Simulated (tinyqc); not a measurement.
One gate, two gates and a surrounding gate.

Below threshold the potential that source and drain add obeys Laplace's equation, vanishes on the gates and decays along the channel as exp(-k y). The same ts (depleted depth over a conducting body, body thickness or wire diameter), ti and permittivities in three geometries; k is the smallest positive root of: one gate, f(k) = eps_r sin(k ti) cos(k ts) + ei cos(k ti) sin(k ts); two gates, f(k) = ei cos(k ti) cos(k ts/2) - eps_r sin(k ti) sin(k ts/2); wire, f(k) = ei J0(u)[J1(u) Y0(v) - Y1(u) J0(v)] - eps_r J1(u)[J0(u) Y0(v) - Y0(u) J0(v)], u = k ts/2, v = u + k ti. Parabolic estimates of l: sqrt((eps_r/ei) ts ti); sqrt((eps_r/(2 ei)) ts ti (1 + ei ts/(4 eps_r ti))); sqrt([2 eps_r ts^2 ln(1 + 2 ti/ts) + ei ts^2]/(16 ei)), in the same order.

Parameters, values chosen for the exercise; permittivities: semiconductor close to that of germanium, insulator close to that of aluminium oxide: relative permittivity of the semiconductor eps_r = 16.2; relative permittivity of the insulator ei = 8.88; insulator thickness ti = 1.9 nm; body thickness ts = 9.8 nm.

Scale lengths (nm):

|  | Lambda = pi/k | l = 1/k | l(parabolic) |
|---|---|---|---|
| one gate over a conducting body | 12.83 | 4.083 | 5.828 |
| two gates | 16.12 | 5.132 | 5.384 |
| wire | 10.52 | 3.350 | 3.630 |

What does the table show?

The wire has the shortest scale length, 0.653 times that of the double gate; the single gate over a conducting body has 0.796 times it, its layer ending directly on a conductor where the double gate has a second insulator. The parabolic estimates are 43 % above, 4.9 % above and 8.4 % above the exact l, in the order of the rows.

Numbers from tinyqc (`OMP_NUM_THREADS=1 python tinyqc.py 2420045 2420046 out.jsonl`; about 0.03 s on one thread of a shared Intel Xeon 2.30GHz).
